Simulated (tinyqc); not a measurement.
Tight binding, honeycomb lattice, step by step. One step of it, computed by the program tinyqc.

Task: Levels at k. Diagonalise the Hermitian matrix.

H(k) at k (eV):
```
                     A                    B
A             0.000000  -2.183975-0.685735i
B  -2.183975+0.685735i             0.000000
```

Give: eigenvalues; weights |c|^2 of the basis functions.

Result:

eigenvalues (eV): -2.2891  2.2891

weights |c|^2 of the basis functions:
```
   band 1  band 2
A  0.5000  0.5000
B  0.5000  0.5000
```
